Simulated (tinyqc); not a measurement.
Read current of a NAND string, cells in series solved by shooting: one step of the calculation.

Cells in series, numbered from 0 at the source line (0 V) to the bit line, each followed by a gap resistance Rg. A cell with gate Vg, threshold VT, source Vs and drain Vd passes I = 2 nf K Vt^2 [F(Vs) - F(Vd)]/(1 + th max(Vg - VT, 0)), F(V) = ln^2(1 + exp((Vg - VT - nf V)/(2 nf Vt))). The selected cell has Vg = Vr, the others Vg = Vp.

Problem. Node voltages for a trial current. For a trial current I start at 0 V and, cell by cell (the selected one is cell 3), solve for the drain: sqrt(F(Vd)) = sqrt(F(Vs) - I/k), k = 2 nf K Vt^2/(1 + th max(Vg - VT, 0)), Vd = [Vg - VT - 2 nf Vt ln(exp(sqrt F) - 1)]/nf, then add I Rg.

Parameters, values chosen for the exercise; values of the order met in vertical NAND strings:
- T = 300 K (temperature)
- K = 30 uA/V^2 (gain factor of a cell)
- nf = 1.8 (slope factor)
- th = 0.06 1/V (mobility reduction factor)
- Rg = 2.7 kohm (resistance of the gap between cells)
- Vbl = 0.7 V (bit-line voltage)
- Vp = 6.4 V (pass voltage)
- Vr = 3.11 V (read voltage on the selected word line)

Constants: q = 1.602176634e-19 C, kB = 1.380649e-23 J/K, Vt = kB T/q. Results are converted to the units shown.

first trial current = 3.7 uA
thresholds from the source end, cell 0 to 4 (V): [3.7, -1.3, 3.7, 1.6, 3.7]

Wanted: node voltage after each cell and gap, trial 1.

Solution.

node voltage after each cell and gap, trial 1, cell 0 to 4 (V): [0.06404, 0.09787, 0.1658, 0.2979, 0.3761]

Numbers from tinyqc (`OMP_NUM_THREADS=1 python tinyqc.py 2142196 2142197 out.jsonl`; about 1 s on one thread of a shared Intel Xeon 2.30GHz).
